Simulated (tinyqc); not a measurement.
Empirical pseudopotential in a few plane waves, step by step. One step of it, computed by the program tinyqc.

Problem. Levels at k. Diagonalise the Hermitian matrix.

H(k) at k (eV):
```
                     +0+0+0               -1-1-1               -1-1+1               -1+1-1
+0+0+0             2.375747   1.847170+0.894723i  -1.847170+0.894723i  -1.847170+0.894723i
-1-1-1   1.847170-0.894723i             5.421019   0.000000-0.408171i   0.000000-0.408171i
-1-1+1  -1.847170-0.894723i   0.000000+0.408171i             7.509205             0.734707
-1+1-1  -1.847170-0.894723i   0.000000+0.408171i             0.734707            13.947779
-1+1+1  -1.847170+0.894723i            -0.734707   0.000000+0.408171i   0.000000+0.408171i
+1-1-1  -1.847170-0.894723i   0.000000+0.408171i             0.734707             0.734707
+1-1+1  -1.847170+0.894723i            -0.734707   0.000000+0.408171i             0.000000
+1+1-1  -1.847170+0.894723i            -0.734707             0.000000   0.000000+0.408171i
+1+1+1   1.847170+0.894723i             0.000000            -0.734707            -0.734707
-2+0+0   0.000000-0.408171i  -1.847170+0.894723i  -1.847170-0.894723i  -1.847170-0.894723i
+0-2+0   0.000000-0.408171i  -1.847170+0.894723i  -1.847170-0.894723i   0.731172-0.009621i
+0+0-2   0.000000-0.408171i  -1.847170+0.894723i   0.731172-0.009621i  -1.847170-0.894723i
+0+0+2   0.000000+0.408171i  -0.731172-0.009621i   1.847170+0.894723i  -0.731172+0.009621i
+0+2+0   0.000000+0.408171i  -0.731172-0.009621i  -0.731172+0.009621i   1.847170+0.894723i
+2+0+0   0.000000+0.408171i  -0.731172-0.009621i  -0.731172+0.009621i  -0.731172+0.009621i

                     -1+1+1               +1-1-1               +1-1+1               +1+1-1
+0+0+0  -1.847170-0.894723i  -1.847170+0.894723i  -1.847170-0.894723i  -1.847170-0.894723i
-1-1-1            -0.734707   0.000000-0.408171i            -0.734707            -0.734707
-1-1+1   0.000000-0.408171i             0.734707   0.000000-0.408171i             0.000000
-1+1-1   0.000000-0.408171i             0.734707             0.000000   0.000000-0.408171i
-1+1+1            16.035966             0.000000             0.734707             0.734707
+1-1-1             0.000000            14.817857   0.000000-0.408171i   0.000000-0.408171i
+1-1+1             0.734707   0.000000+0.408171i            16.906043             0.734707
+1+1-1             0.734707   0.000000+0.408171i             0.734707            23.344618
+1+1+1   0.000000+0.408171i            -0.734707   0.000000+0.408171i   0.000000+0.408171i
-2+0+0   1.847170-0.894723i   0.731172-0.009621i  -0.731172-0.009621i  -0.731172-0.009621i
+0-2+0  -0.731172-0.009621i  -1.847170-0.894723i   1.847170-0.894723i  -0.731172-0.009621i
+0+0-2  -0.731172-0.009621i  -1.847170-0.894723i  -0.731172-0.009621i   1.847170-0.894723i
+0+0+2  -1.847170+0.894723i  -0.731172+0.009621i  -1.847170+0.894723i   0.731172+0.009621i
+0+2+0  -1.847170+0.894723i  -0.731172+0.009621i   0.731172+0.009621i  -1.847170+0.894723i
+2+0+0   0.731172+0.009621i   1.847170+0.894723i  -1.847170+0.894723i  -1.847170+0.894723i

                     +1+1+1               -2+0+0               +0-2+0               +0+0-2
+0+0+0   1.847170-0.894723i   0.000000+0.408171i   0.000000+0.408171i   0.000000+0.408171i
-1-1-1             0.000000  -1.847170-0.894723i  -1.847170-0.894723i  -1.847170-0.894723i
-1-1+1            -0.734707  -1.847170+0.894723i  -1.847170+0.894723i   0.731172+0.009621i
-1+1-1            -0.734707  -1.847170+0.894723i   0.731172+0.009621i  -1.847170+0.894723i
-1+1+1   0.000000-0.408171i   1.847170+0.894723i  -0.731172+0.009621i  -0.731172+0.009621i
+1-1-1            -0.734707   0.731172+0.009621i  -1.847170+0.894723i  -1.847170+0.894723i
+1-1+1   0.000000-0.408171i  -0.731172+0.009621i   1.847170+0.894723i  -0.731172+0.009621i
+1+1-1   0.000000-0.408171i  -0.731172+0.009621i  -0.731172+0.009621i   1.847170+0.894723i
+1+1+1            25.432804  -0.731172-0.009621i  -0.731172-0.009621i  -0.731172-0.009621i
-2+0+0  -0.731172+0.009621i            10.380461             0.734707             0.734707
+0-2+0  -0.731172+0.009621i             0.734707            11.250539             0.734707
+0+0-2  -0.731172+0.009621i             0.734707             0.734707            17.689113
+0+0+2  -1.847170-0.894723i            -0.734707            -0.734707             0.000000
+0+2+0  -1.847170-0.894723i            -0.734707             0.000000            -0.734707
+2+0+0  -1.847170-0.894723i             0.000000            -0.734707            -0.734707

                     +0+0+2               +0+2+0               +2+0+0
+0+0+0   0.000000-0.408171i   0.000000-0.408171i   0.000000-0.408171i
-1-1-1  -0.731172+0.009621i  -0.731172+0.009621i  -0.731172+0.009621i
-1-1+1   1.847170-0.894723i  -0.731172-0.009621i  -0.731172-0.009621i
-1+1-1  -0.731172-0.009621i   1.847170-0.894723i  -0.731172-0.009621i
-1+1+1  -1.847170-0.894723i  -1.847170-0.894723i   0.731172-0.009621i
+1-1-1  -0.731172-0.009621i  -0.731172-0.009621i   1.847170-0.894723i
+1-1+1  -1.847170-0.894723i   0.731172-0.009621i  -1.847170-0.894723i
+1+1-1   0.731172-0.009621i  -1.847170-0.894723i  -1.847170-0.894723i
+1+1+1  -1.847170+0.894723i  -1.847170+0.894723i  -1.847170+0.894723i
-2+0+0            -0.734707            -0.734707             0.000000
+0-2+0            -0.734707             0.000000            -0.734707
+0+0-2             0.000000            -0.734707            -0.734707
+0+0+2            21.865486             0.734707             0.734707
+0+2+0             0.734707            28.304060             0.734707
+2+0+0             0.734707             0.734707            29.174138
```

Give: eigenvalues.

Solution.

eigenvalues (eV): -0.7447  4.3584  6.3096  7.6702  12.3236  13.7595  14.4835  16.0153  16.7981  19.8441  22.1404  23.3596  26.4822  29.1544  32.5004
